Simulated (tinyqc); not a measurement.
Frequency dispersion of an accumulation capacitance by border traps, distributed model: two steps of the calculation.

Traps spread evenly through the insulator exchange electrons with the semiconductor by tunnelling, with tau(x) = t0 exp(2 ka x) at depth x from the interface. The admittance per area Y seen at depth x obeys dY/dx = -Y^2/(i w eps0 eox) + q Nb ln(1 + i w tau)/tau, with Y(0) = i w Cs and w = 2 pi f; the gate sees Y(tox) = G + i w C. Working variable y = Y/(i w), in uF/cm^2. Cox = eps0 eox/tox.

Parameters, values chosen for the exercise; permittivity close to that of aluminium oxide: relative permittivity of the insulator eox = 8.08; insulator thickness tox = 7.2 nm; semiconductor capacitance in accumulation Cs = 4.8 uF/cm^2; density of border traps Nb = 3.9e19 cm^-3 eV^-1; decay constant of the wave function in the insulator ka = 4.7 1/nm; time constant of a trap at the interface t0 = 5e-9 s; frequency f = 10000 Hz; depth down to which the steps are taken xe = 1.4 nm.

Constants: q = 1.602176634e-19 C, eps0 = 8.8541878128e-14 F/cm where lengths are in cm. Results are converted to the units shown.

Question 1. Scales and lumped estimate. Cox; trap-free value 1/(1/Cox + 1/Cs); response depth d = ln(1/(w t0))/(2 ka), where w tau = 1; lumped estimate: all traps within d act as C_bt = q Nb d placed at d/2, so C = 1/{1/[1/(1/Cs + d/(2 eps0 eox)) + C_bt] + (tox - d/2)/(eps0 eox)}.

Give: Cox; trap-free C; d; C_bt; lumped C.

Answer 1.

Cox = 0.9936 uF/cm^2
trap-free C = 0.8232 uF/cm^2
d = 0.8580 nm
C_bt = 0.5361 uF/cm^2
lumped C = 0.8467 uF/cm^2

The traps within reach amount to 0.112 Cs and lie in the first 11.9 % of the insulator.

Question 2. Midpoint steps through the active depth. In terms of y: dy/dx = -y^2/(eps0 eox) + s(x), s = q Nb ln(1 + z)/z, z = i w tau. 8 midpoint steps of h = xe/8: y_half = y + (h/2) y'(x, y), y(new) = y + h y'(x + h/2, y_half).

Wanted: x; s; y.

Answer 2.

```
point   x (nm)  s (uF/(cm^2 nm))     y (uF/cm^2)
0            0  0.62485-0.00010i  4.8000+0.0000i
1      0.17500  0.62485-0.00051i  4.3978+0.0000i
2      0.35000  0.62483-0.00263i  4.0724-0.0002i
3      0.52500  0.62445-0.01364i  3.8050-0.0012i
4      0.70000  0.61449-0.06897i  3.5823-0.0062i
5      0.87500  0.46073-0.23048i  3.3872-0.0292i
6       1.0500  0.14476-0.18693i  3.1726-0.0645i
7       1.2250  0.03055-0.06847i  2.9552-0.0740i
8       1.4000  0.00599-0.01952i  2.7589-0.0701i
```

Program tinyqc, `OMP_NUM_THREADS=1 python tinyqc.py 2202198 2202199 out.jsonl`; Intel Xeon 2.30GHz, shared host, one thread, about 0.5 s.
